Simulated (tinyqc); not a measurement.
Worked calculation: MP2 on RHF in the 3-21g basis, for H2, spin multiplicity 1. One step of it, computed by the program tinyqc.

Question. Second-order Moller-Plesset energy. E2 = sum_ijab (ia|jb) [2 (ia|jb) - (ib|ja)] / (e_i + e_j - e_a - e_b) over occupied i, j and virtual a, b; the opposite-spin part is (ia|jb)^2 / denominator, the rest is same-spin, and SCS-MP2 scales them by 6/5 and 1/3.

orbital energies (hartree): MO1 -0.512700, MO2 0.175488, MO3 1.092195, MO4 1.273303

Two-electron integrals over orbitals (pq|rs), unique and non-zero (hartree):
```
(11|11) 0.563854    (21|21) 0.118401    (22|11) 0.457693    (22|22) 0.424153
(31|11) 0.126259    (31|22) 0.073814    (31|31) 0.092443    (32|21) 0.020206
(32|32) 0.041661    (33|11) 0.522626    (33|22) 0.431756    (33|31) 0.124812
(33|33) 0.511552    (41|21) -0.078699   (41|32) -0.055775   (41|41) 0.102556
(42|11) -0.133023   (42|22) -0.076604   (42|31) -0.082226   (42|33) -0.128089
(42|42) 0.084876    (43|21) -0.133882   (43|32) -0.051769   (43|41) 0.126090
(43|43) 0.194457    (44|11) 0.568461    (44|22) 0.469364    (44|31) 0.166491
(44|33) 0.559055    (44|42) -0.161869   (44|44) 0.634202
```

Hartree-Fock energy = -1.08286385 hartree

Give: Terms; Pair energies; MP2 correlation energy; SCS-MP2 correlation energy; MP2 total energy.

Answer.

Terms:
```
i  j  a  b  (ia|jb)  (ib|ja)  denominator     term
1  1  2  2   0.1184   0.1184      -1.3764  -0.0102
1  1  4  4   0.1026   0.1026      -3.5720  -0.0029
1  1  3  3   0.0924   0.0924      -3.2098  -0.0027
1  1  4  2  -0.0787  -0.0787      -2.4742  -0.0025
1  1  2  4  -0.0787  -0.0787      -2.4742  -0.0025
```

Pair energies (hartree; pair i-j sums ij and ji):
```
pair  opposite spin  same spin
1-1         -0.0208          0
```

MP2 correlation energy = -0.020799 hartree

SCS-MP2 correlation energy = -0.024958 hartree

MP2 total energy = -1.103663 hartree
